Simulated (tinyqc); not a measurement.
Worked calculation: type-II superlattice in the two-band Kane model. Values are carried at full precision from step to step, so a last printed digit may differ when a step is redone from the rounded ones.

Motion along the axis, period d = a + b, c = hbar^2/2m0. Conduction and light-hole bands couple: (E - Ec)(E - Ev) = Ep c k^2 in each layer, with mass m(E) = (E - Ev)/Ep, which may be negative. The conduction envelope psi and psi'/m(E) are continuous; a layer carries them by [[cos kt, (m/k) sin kt], [-(k/m) sin kt, cos kt]] (cosh and sinh for k^2 < 0), and cos(q d) = tr(M_B M_A)/2. C1 is the first miniband above EvB, with its bottom at tr/2 = +1 and its top at -1; the gap is the bottom of C1 less the top heavy-hole level HH1.

Constants: hbar^2/2m0 = 3.80998211 eV angstrom^2; hc = 1239.841984 eV nm.

Inputs chosen for the exercise (near those of an InAs/GaSb superlattice; not measured data):
```
symbol  value   unit      meaning
a       30      angstrom  layer A
b       22      angstrom  layer B
EcA     0       eV        conduction edge of A
EvA     -0.424  eV        valence edge of A
EcB     0.991   eV        conduction edge of B
EvB     0.177   eV        valence edge of B
EpA     14.3    eV        coupling energy in A
EpB     18.1    eV        coupling energy in B
E       0.362   eV        trial energy
mhA     0.35    m0        heavy hole in A
mhB     0.26    m0        heavy hole in B
```

## Wave numbers and masses at one energy

Give k^2 and m(E) in both layers.

Layers:
```
layer  k^2 (1/angstrom^2)  m(E) (m0)
A               0.0052224    0.05497
B              -0.0016874    0.01022
```

In B the decay constant is 0.0411 1/angstrom; across the gap of B it peaks at mid-gap, at 0.0490, and vanishes at both edges.

## Transfer matrices

Form M_A, M_B and half the trace of their product.

M_A (angstrom units):
```
[[-0.56232, 0.62894],
 [-1.0872, -0.56232]]
```

M_B (angstrom units):
```
[[1.4369, 0.25674],
 [4.1470, 1.4369]]
```

tr/2 = 0.3565

E lies in a miniband.

## Edges and effective gap

Heavy holes are uncoupled: with e = EvB - E, p = sqrt(mhB e/c), w = sqrt(mhA (EvB - EvA - e)/c), the top level HH1 at q = 0 solves (p/mhB) tan(p b/2) = (w/mhA) tanh(w a/2).

C1 is the first miniband above EvB: bottom at tr/2 = +1, top at -1. The gap is its bottom less HH1; cut-off wavelength hc/gap.

bottom of C1 = 0.3124 eV
top of C1 = 0.4793 eV
HH1 = 0.0493 eV
gap = 0.2631 eV
cut-off = 4.71 micrometre

The bulk edges overlap by 177 meV; confinement lifts the electrons by 312 meV and lowers the holes by 128 meV, which opens the gap. It is 0.62 of the smaller bulk gap.

## Electron mass along the axis

m_z = -2 c f'/d^2 with f = tr/2 differentiated at the bottom of C1 (central difference of 1e-6 eV); compare the bulk edge mass (EcA - EvA)/EpA.

f' = -12.78 1/eV
m_z = 0.0360 m0
bulk edge mass of A = 0.0297 m0

## Checks

- Bottom of C1 from the two-band matrix on a staggered grid of 0.5 angstrom against the transfer matrix, eV: both 0.312.

Computed by tinyqc, a small Python program: `OMP_NUM_THREADS=1 python tinyqc.py 1281823 1281824 out.jsonl` (the numbers bound the seed that draws the inputs); one thread of a shared host (Intel(R) Xeon(R) Processor @ 2.30GHz), about 0.02 s for the whole set of steps.
